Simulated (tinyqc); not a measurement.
Band bending at a free surface with a continuum of surface states, surface photovoltage and Kelvin probe: one step of the calculation.

n-type bulk, xi = Ec - EF = Vt ln(Nc/Nd), p0 = ni^2/Nd, ni = sqrt(Nc Nv) exp(-Eg/(2 Vt)), Eg in volts. b is the upward band bending, u = b/Vt. Space charge per area, in units of q: Qc = sign(b) sqrt((2 eps0 eps_r Vt/q) [(Nd + dn)(exp(-u) - 1) + Nd u + (p0 + dn)(exp(u) - 1)]), with dn the excess density under light (flat quasi-Fermi levels; 0 in the dark). The states hold -Ds (E0 - xi - b): negative while the Fermi level lies above the neutrality level. Neutrality: Qc + Qf + (charge of the states) = 0.

Question. Band bending in the dark. Fixed-point step: b(new) = E0 - xi - (Qc(b) + Qf)/Ds.

Values chosen for this exercise; band and dielectric values close to those of 4H silicon carbide:

| symbol | value | unit | meaning |
|---|---|---|---|
| T | 300 | K | temperature |
| Eg | 3.26 | eV | band gap |
| eps_r | 9.8 |  | relative permittivity |
| Nc | 1.7e19 | cm^-3 | conduction-band density of states at T |
| Nv | 2.45e19 | cm^-3 | valence-band density of states at T |
| Nd | 2.4e16 | cm^-3 | donor density |
| Qf | 4.6e10 | cm^-2 | fixed positive charge at the surface |
| Ds | 6.4e11 | cm^-2 eV^-1 | density of surface states |
| E0 | 1.02 | eV | depth of their neutrality level below the conduction edge |

Constants: q = 1.602176634e-19 C, kB = 1.380649e-23 J/K, Vt = kB T/q, eps0 = 8.8541878128e-14 F/cm where lengths are in cm. Results are converted to the units shown.

b after iteration 1 = 0.13412681 V

Find: b after iteration 2.

Answer.

b after iteration 2 = 0.51614 V

Program tinyqc, `OMP_NUM_THREADS=1 python tinyqc.py 2430042 2430043 out.jsonl`; Intel Xeon 2.30GHz, shared host, one thread, about 0.01 s.
